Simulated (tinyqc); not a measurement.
Worked calculation: Pariser-Parr-Pople SCF with singles CI, for the molecule C=Cc1ccsc1 (SMILES; centres numbered as the heavy atoms are written). Computed by tinyqc, a small Python program that keeps every step. Settings: charge = 0, gamma = Ohno, start = core, damping = 0, iteration cap = 75, excitations kept = 4. Command: `OMP_NUM_THREADS=1 python tinyqc.py 29647 29648 out.jsonl` (the two numbers bound the seeds that draw the settings). One thread of a shared host (Intel(R) Xeon(R) Processor @ 2.60GHz), about 0.01 s of CPU time with the checks. Later iterations appear only in the table of the cycle.

## PPP integrals

Centres (angstrom, eV; a flat drawing with bonds scaled to 1.40 angstrom):
```
centre         x         y  core charge z         W  gamma_rr
1C      -2.62800   0.42300              1  11.16000  11.13000
2C      -1.65900  -0.58700              1  11.16000  11.13000
3C      -0.29900  -0.25200              1  11.16000  11.13000
4C       0.77100  -1.15500              1  11.16000  11.13000
5C       1.96000  -0.41700              1  11.16000  11.13000
6S       1.62600   0.94300              2  22.00000  13.00000
7C       0.22900   1.04400              1  11.16000  11.13000
```

Resonance integrals (eV):
```
i  j      beta
1  2  -2.39000
2  3  -2.39000
3  4  -2.39000
4  5  -2.39000
5  6  -2.02000
6  7  -2.02000
7  3  -2.39000
```

Ohno: gamma = 14.399645/sqrt(R^2 + a^2), a = 2 x 14.399645/(gamma_rr + gamma_ss); H_rr = -W_r - sum_(s != r) z_s gamma_rs; H_rs = beta for bonds.

repulsion gamma_rs (eV), order 1C, 2C, 3C, 4C, 5C, 6S, 7C:
```
[[11.13000, 7.55484, 5.23928, 3.63216, 2.97491, 3.23678, 4.50387],
 [7.55484, 11.13000, 7.55197, 5.12272, 3.74302, 3.77418, 5.12364],
 [5.23928, 7.55197, 11.13000, 7.55354, 5.52033, 5.62293, 7.55553],
 [3.63216, 5.12272, 7.55354, 11.13000, 7.55556, 5.62337, 5.52071],
 [2.97491, 3.74302, 5.52033, 7.55556, 11.13000, 7.82588, 5.52010],
 [3.23678, 3.77418, 5.62293, 5.62337, 7.82588, 13.00000, 7.82512],
 [4.50387, 5.12364, 7.55553, 5.52071, 5.52010, 7.82512, 11.13000]]
```

core matrix H (eV), order 1C, 2C, 3C, 4C, 5C, 6S, 7C:
```
[[-41.53862, -2.39000, 0.00000, 0.00000, 0.00000, 0.00000, 0.00000],
 [-2.39000, -47.80454, -2.39000, 0.00000, 0.00000, 0.00000, 0.00000],
 [0.00000, -2.39000, -55.82650, -2.39000, 0.00000, 0.00000, -2.39000],
 [0.00000, 0.00000, -2.39000, -51.79143, -2.39000, 0.00000, 0.00000],
 [0.00000, 0.00000, 0.00000, -2.39000, -52.12568, -2.02000, 0.00000],
 [0.00000, 0.00000, 0.00000, 0.00000, -2.02000, -55.90826, -2.02000],
 [0.00000, 0.00000, -2.39000, 0.00000, 0.00000, -2.02000, -55.03409]]
```

## Starting guess

pi electrons, sum of z_r less the charge = 8

Orbitals of the core matrix H.

P at the start, order 1C, 2C, 3C, 4C, 5C, 6S, 7C:
```
[[0.00943, 0.04505, 0.09730, -0.01916, -0.04561, 0.03531, -0.05978],
 [0.04505, 0.22483, 0.54780, -0.03051, -0.19135, 0.12321, -0.21040],
 [0.09730, 0.54780, 1.72531, 0.32473, -0.22673, 0.04289, 0.07528],
 [-0.01916, -0.03051, 0.32473, 1.00632, 0.90828, -0.26000, -0.02547],
 [-0.04561, -0.19135, -0.22673, 0.90828, 1.14032, 0.25538, -0.00486],
 [0.03531, 0.12321, 0.04289, -0.26000, 0.25538, 1.92131, 0.01026],
 [-0.05978, -0.21040, 0.07528, -0.02547, -0.00486, 0.01026, 1.97248]]
```

## Iteration 1: Fock matrix

F_rr = H_rr + P_rr gamma_rr / 2 + sum_(s != r) P_ss gamma_rs; F_rs = H_rs - P_rs gamma_rs / 2; E = tr P (H + F) / 2 + core repulsion sum_(r<s) z_r z_s gamma_rs.

F (eV), order 1C, 2C, 3C, 4C, 5C, 6S, 7C:
```
[[-8.59808, -2.56016, -0.25490, 0.03480, 0.06784, -0.05714, 0.13462],
 [-2.56016, -6.67165, -4.45850, 0.07814, 0.35812, -0.23250, 0.53900],
 [-0.25490, -4.45850, -4.87510, -3.61641, 0.62582, -0.12060, -2.67437],
 [0.03480, 0.07814, -3.61641, -1.66357, -5.82127, 0.73105, 0.07030],
 [0.06784, 0.35812, 0.62582, -5.82127, -1.85839, -3.01928, 0.01341],
 [-0.05714, -0.23250, -0.12060, 0.73105, -3.01928, -2.82156, -2.06013],
 [0.13462, 0.53900, -2.67437, 0.07030, 0.01341, -2.06013, -2.94242]]
```

pi energy = -93.19377 eV

## Iteration 1: orbitals and new P

Diagonalise F (the basis is taken as orthonormal) and form P = 2 sum c c over the lowest orbitals.

orbital energies (eV): [-12.26546, -9.20831, -7.08593, -4.91961, -3.18137, 1.37934, 5.85055]

P after iteration 1, order 1C, 2C, 3C, 4C, 5C, 6S, 7C:
```
[[1.85412, 0.34493, -0.25885, -0.09240, 0.13154, 0.22018, -0.10088],
 [0.34493, 1.08507, 0.82344, 0.07855, -0.30264, -0.30984, -0.04439],
 [-0.25885, 0.82344, 1.04158, 0.32325, 0.00890, 0.06729, 0.37963],
 [-0.09240, 0.07855, 0.32325, 1.01619, 0.88951, -0.04462, -0.29551],
 [0.13154, -0.30264, 0.00890, 0.88951, 1.01410, 0.30836, -0.06723],
 [0.22018, -0.30984, 0.06729, -0.04462, 0.30836, 0.90276, 0.86282],
 [-0.10088, -0.04439, 0.37963, -0.29551, -0.06723, 0.86282, 1.08618]]
```

## Iteration 2: Fock matrix

As before.

F (eV), order 1C, 2C, 3C, 4C, 5C, 6S, 7C:
```
[[-3.04390, -3.69296, 0.67811, 0.16780, -0.19566, -0.35633, 0.22716],
 [-3.69296, -1.91874, -5.49928, -0.20119, 0.56640, 0.58470, 0.11372],
 [0.67811, -5.49928, -5.56462, -3.61084, -0.02457, -0.18919, -3.82415],
 [0.16780, -0.20119, -3.61084, -7.24061, -5.75037, 0.12545, 0.81571],
 [-0.19566, 0.56640, -0.02457, -5.75037, -10.41648, -3.22658, 0.18556],
 [-0.35633, 0.58470, -0.18919, 0.12545, -3.22658, -11.93685, -5.39585],
 [0.22716, 0.11372, -3.82415, 0.81571, 0.18556, -5.39585, -8.93737]]
```

pi energy = -103.97686 eV

## Iteration 2: orbitals and new P

As before.

orbital energies (eV): [-18.09162, -14.08998, -11.45884, -5.89038, -2.79043, -1.09606, 4.35874]

P after iteration 2, order 1C, 2C, 3C, 4C, 5C, 6S, 7C:
```
[[1.04113, 0.78249, 0.03185, -0.23885, 0.04981, 0.33867, -0.45911],
 [0.78249, 0.90243, 0.59073, 0.04041, -0.13126, -0.01408, -0.10087],
 [0.03185, 0.59073, 1.08906, 0.48978, -0.11859, -0.22853, 0.57959],
 [-0.23885, 0.04041, 0.48978, 0.96338, 0.78702, -0.28313, -0.02298],
 [0.04981, -0.13126, -0.11859, 0.78702, 1.27884, 0.43085, -0.28886],
 [0.33867, -0.01408, -0.22853, -0.28313, 0.43085, 1.50594, 0.55777],
 [-0.45911, -0.10087, 0.57959, -0.02298, -0.28886, 0.55777, 1.21921]]
```

## Convergence

Stop when output and input P, before any damping, agree to 1e-7.

Course of the cycle:
```
iteration        E (eV)  largest |P(out) - P(in)|
1           -93.1937687                  1.84e+00
2          -103.9768643                  8.13e-01
3          -111.0586951                  1.28e-01
4          -111.8351536                  7.04e-02
5          -111.9882385                  3.47e-02
6          -112.0235345                  1.66e-02
7          -112.0319956                  7.84e-03
8          -112.0341254                  3.71e-03
9          -112.0346921                  1.76e-03
10         -112.0348516                  9.51e-04
11         -112.0348987                  5.70e-04
...                 ...                       ...
18         -112.0349200                  1.37e-05
19         -112.0349200                  7.96e-06
20         -112.0349200                  4.63e-06
21         -112.0349200                  2.69e-06
22         -112.0349200                  1.56e-06
23         -112.0349200                  9.04e-07
24         -112.0349200                  5.25e-07
25         -112.0349200                  3.04e-07
26         -112.0349200                  1.76e-07
27         -112.0349200                  1.02e-07
28         -112.0349200                  5.93e-08
```

Converged in 28 iterations.

## Converged orbitals

Charges are z - P_rr.

orbital energies (eV): [-14.87542, -12.22323, -10.64132, -9.64082, 0.13221, 1.06206, 3.43797]

coefficients, order 1C, 2C, 3C, 4C, 5C, 6S, 7C:
```
[[0.10613, 0.45835, -0.02833, 0.55119, 0.54994, -0.28795, 0.29782],
 [0.21653, 0.56785, -0.01106, 0.34166, -0.44090, 0.30383, -0.47656],
 [0.43219, 0.38794, 0.02653, -0.44102, -0.30177, -0.01186, 0.61344],
 [0.36823, 0.04635, -0.54624, -0.30285, 0.12652, -0.52027, -0.43066],
 [0.41917, -0.33266, -0.52270, 0.21432, 0.15980, 0.57964, 0.18156],
 [0.49075, -0.45172, 0.32240, 0.41465, -0.34834, -0.39480, 0.04509],
 [0.45048, 0.01064, 0.56819, -0.27454, 0.49923, 0.24920, -0.29566]]
```

pi charges: [-0.05192, 0.02763, -0.06497, -0.05568, -0.21103, 0.55848, -0.20251]

## Singles CI, singlets

Over the 4 single excitations with the smallest orbital gaps: A = (e_a - e_i) delta + 2 (ia|jb) - (ij|ab), with (pq|rs) = sum c_mp c_mq gamma_mn c_nr c_ns. f = 2/3 w |mu|^2 in atomic units, mu = sqrt2 sum c_ia sum_m c_mi c_ma R_m.

singlet CI matrix (eV), order 4>5, 4>6, 3>5, 3>6:
```
[[5.00800, 0.07073, 0.08329, 0.36843],
 [0.07073, 6.12103, -0.47422, 0.08573],
 [0.08329, -0.47422, 6.03266, -0.38200],
 [0.36843, 0.08573, -0.38200, 6.42649]]
```

singlet excitation energies (eV): [4.87698, 5.59545, 6.25285, 6.86289]

oscillator strengths: [0.29611, 0.14084, 0.89501, 0.40738]

## Singles CI, triplets

Over the 4 single excitations with the smallest orbital gaps: A = (e_a - e_i) delta - (ij|ab), with (pq|rs) = sum c_mp c_mq gamma_mn c_nr c_ns.

triplet CI matrix (eV), order 4>5, 4>6, 3>5, 3>6:
```
[[3.22700, 0.17276, 0.18240, -0.00498],
 [0.17276, 4.75257, -0.00498, -0.21665],
 [0.18240, -0.00498, 4.99171, -1.04238],
 [-0.00498, -0.21665, -1.04238, 4.54538]]
```

triplet excitation energies (eV): [3.16946, 3.71070, 4.77552, 5.86098]
